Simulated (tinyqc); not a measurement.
What moves the results: band edges of strained Si(1-x)Ge(x) on relaxed Si(1-y)Ge(y). A value that a table varies takes the place of the one given here.

Values are linear in the Ge fraction but for ED(x) = linear - CD x (1 - x) and a(x) = linear - Ca x (1 - x). Energies are on the common scale of Ev.

Coherent growth on a (110) face: e_par = (a(y) - a(x))/a(x), e_perp = -(C11 + 3 C12 - 2 C44)/(C11 + C12 + 2 C44) e_par; exx = eyy = (e_par + e_perp)/2, ezz = e_par, exy = (e_perp - e_par)/2, eyz = ezx = 0.

A valley with unit axis u lies at Ev + gap + (av + a_valley) tr(e) + Xu (u.e.u - tr(e)/3); the Delta axes are x, y, z and the L axes [111], [1-1-1], [-11-1], [-1-11]. The second-order shift of the Delta valleys under shear is left out; it lowers the pair normal to the sheared plane by tens of meV at a shear of 1 %.

Valence edges: Ev plus the levels of the 6 x 6 matrix of X, Y, Z times spin with -Dso/3 + l exx + m (eyy + ezz) on the diagonal (cyclic), n exy off it, l = av + 2 b, m = av - b, n = sqrt(3) d. Spin-orbit term (Dso/3) L.sigma on X, Y, Z with (L_k)_ij = -i epsilon_kij: <X+|H|Y+> = -i Dso/3, <X+|H|Z-> = Dso/3, <Y+|H|Z-> = -i Dso/3, <Z+|H|X-> = -Dso/3, <Z+|H|Y-> = i Dso/3, <X-|H|Y-> = i Dso/3, and their conjugates; + and - are the spin along z.

Coherent growth: e_par = (a(y) - a(x))/a(x). (001): e_perp = -2 (C12/C11) e_par; exx = eyy = e_par, ezz = e_perp, no shear. (111): e_perp = -(2 C11 + 4 C12 - 4 C44)/(C11 + 2 C12 + 4 C44) e_par; exx = eyy = ezz = (2 e_par + e_perp)/3 and exy = eyz = ezx = (e_perp - e_par)/3. (110): e_perp = -(C11 + 3 C12 - 2 C44)/(C11 + C12 + 2 C44) e_par; exx = eyy = (e_par + e_perp)/2, ezz = e_par, exy = (e_perp - e_par)/2, eyz = ezx = 0.

Parameters, chosen for this exercise (end members near Si and Ge, in this order; not measured data): a = (5.424, 5.66) angstrom (lattice constant); Dso = (0.045, 0.291) eV (spin-orbit splitting); av = (2.45, 1.26) eV (valence hydrostatic potential); b = (-2.11, -2.57) eV (tetragonal shear potential); d = (-4.8, -5.32) eV (trigonal shear potential); C11 = (165.9, 129.2) GPa; C12 = (63.9, 47.9) GPa; C44 = (79.6, 67.5) GPa; Ev = (0, 0.72) eV (top of the unstrained valence band); ED = (1.168, 0.946) eV (gap to the Delta valleys); EL = (2.028, 0.746) eV (gap to the L valleys); aD = (1.56, 1.37) eV (hydrostatic potential of the Delta gap); aL = (-3.13, -3.01) eV (hydrostatic potential of the L gap); XuD = (9.1, 9.3) eV (uniaxial potential, Delta); XuL = (15.82, 15.07) eV (uniaxial potential, L); CD = 0.236 eV (bowing of the Delta gap); Ca = 0 angstrom (bowing of the lattice constant); face = 110 (growth face); y = 0.62 (Ge fraction of the relaxed buffer); x = 1 (Ge fraction of the layer).

## Composition of the layer

The buffer is kept. dEc = Ec(buffer) - Ec(layer), dEv = Ev(layer) - Ev(buffer); buffer edges Ev(y) and Ev(y) + min(ED, EL). The digit behind Delta or L counts whole valleys.

Results:
```
x     e_par (%)  lowest valleys  gap (eV)  next valleys above (meV)  valence splitting (meV)  dEc (eV)  dEv (eV)
0.07       2.39          Delta4     0.967                       164                      260     0.149    -0.141
0.20       1.81          Delta4     0.964                       124                      192     0.131    -0.121
0.34       1.20          Delta4     0.967                        82                      120     0.100    -0.092
0.47       0.64          Delta4     0.971                        44                       60     0.060    -0.056
0.60       0.08          Delta4     0.974                         6                        7     0.009    -0.009
0.73      -0.46          Delta2     0.909                        31                       35    -0.022     0.087
0.87      -1.05          Delta2     0.834                         6                       72    -0.061     0.202
1.00      -1.58              L2     0.638                       136                      101     0.027     0.310
```

The gap is 0.967 eV in the first row and 0.638 eV in the last, with its largest listed value, 0.974 eV, at x = 0.60. The lowest valleys change: Delta4 to Delta2 between x = 0.60 and 0.73, Delta2 to L2 between x = 0.87 and 1.00. Per 0.1 of x the valence offset moves by +48 meV on average; the conduction offset lies between -61 and +149 meV, not monotonically. Both carriers sit on one side for x = 1.00, and on opposite sides elsewhere. Offsets below about 30 meV are within the spread of parameter sets, so those rows do not settle the type. Strains above 2 % can be kept only in layers of a few nanometres.

## Composition of the buffer

The layer is kept. dEc = Ec(buffer) - Ec(layer), dEv = Ev(layer) - Ev(buffer); buffer edges Ev(y) and Ev(y) + min(ED, EL). The digit behind Delta or L counts whole valleys.

Results:
```
y     e_par (%)  lowest valleys  gap (eV)  next valleys above (meV)  valence splitting (meV)  dEc (eV)  dEv (eV)
0.45      -2.29              L2     0.589                       107                      125    -0.029     0.449
0.53      -1.96              L2     0.612                       121                      115    -0.004     0.384
0.61      -1.63              L2     0.635                       134                      102     0.023     0.319
0.69      -1.29              L2     0.658                       148                       87     0.054     0.253
0.76      -1.00              L2     0.678                       145                       72     0.083     0.196
0.84      -0.67              L2     0.700                        97                       51     0.119     0.131
0.92      -0.33              L2     0.723                        48                       27     0.060     0.065
```

The gap is 0.589 eV in the first row and 0.723 eV in the last. The lowest valleys are L2 throughout. Per 0.1 of y the valence offset moves by -82 meV on average; the conduction offset lies between -29 and +119 meV, not monotonically. Both carriers sit on one side for y = 0.61, 0.69, 0.76, 0.84 and 0.92, and on opposite sides elsewhere. Offsets below about 30 meV are within the spread of parameter sets, so those rows do not settle the type. Strains above 2 % can be kept only in layers of a few nanometres.

## The same layer on three faces

dEc = Ec(buffer) - Ec(layer), dEv = Ev(layer) - Ev(buffer); buffer edges Ev(y) and Ev(y) + min(ED, EL). The digit behind Delta or L counts whole valleys.

Results:
```
face   e_par (%)  lowest valleys  gap (eV)  next valleys above (meV)  valence splitting (meV)  dEc (eV)  dEv (eV)  Delta spread (meV)  L spread (meV)
(001)      -1.58              L4     0.735                        27                      103    -0.080     0.319                 257               0
(111)      -1.58              L3     0.685                       159                       99    -0.018     0.307                   0             289
(110)      -1.58              L2     0.638                       136                      101     0.027     0.310                 106             230
```

On (001) only the Delta valleys split (257 meV), on (111) only the L valleys (289 meV), on (110) both (106 and 230 meV). The lowest valleys are L4 on (001), L3 on (111) and L2 on (110); the smallest gap is 0.638 eV on (110) and the largest 0.735 eV on (001).

## What each parameter does

dEc = Ec(buffer) - Ec(layer), dEv = Ev(layer) - Ev(buffer); buffer edges Ev(y) and Ev(y) + min(ED, EL). Each row changes one parameter from the base and keeps the others.

Results:
```
case                      gap (eV)  valence splitting (meV)  dEc (eV)  dEv (eV)
base                        0.6377                    100.7    0.0267    0.3104
x = 0.97                    0.6843                     94.4    0.0054    0.2850
y = 0.65                    0.6463                     95.2    0.0379    0.2858
CD = 0.286 eV               0.6377                    100.7    0.0149    0.3104
XuL = (18.193, 17.33) eV    0.6205                    100.7    0.0439    0.3104
d = (-5.52, -6.118) eV      0.6284                    110.5    0.0267    0.3197
av = (2.818, 1.449) eV      0.6377                    100.7    0.0314    0.3057
Ev = (0, 0.828) eV          0.6377                    100.7   -0.0143    0.3514
aL = (-3.599, -3.461) eV    0.6488                    100.7    0.0156    0.3104
```

The largest shifts from the base row, up to three for each result and ties (the steps differ in size, so this ranks the rows, not the parameters). gap (eV): x +0.0466, XuL -0.0172, aL +0.0111; unchanged at the printed digits by CD, av and Ev. valence splitting (meV): d +9.9, x -6.2, y -5.5; unchanged at the printed digits by CD, XuL, av, Ev and aL. dEc (eV): Ev -0.0410, x -0.0213, XuL +0.0172; unchanged at the printed digits by d. dEv (eV): Ev +0.0410, x -0.0253, y -0.0245; unchanged at the printed digits by CD, XuL and aL. The lowest valleys of the layer are L2, so among the conduction-band potentials only those of that family reach the gap and dEc; the buffer is unstrained. A shift large enough to swap the lowest family would change that.

Program tinyqc; command `OMP_NUM_THREADS=1 python tinyqc.py 1080305 1080306 out.jsonl`; about 0.01 s on one thread of a shared Intel(R) Xeon(R) Processor @ 2.30GHz.
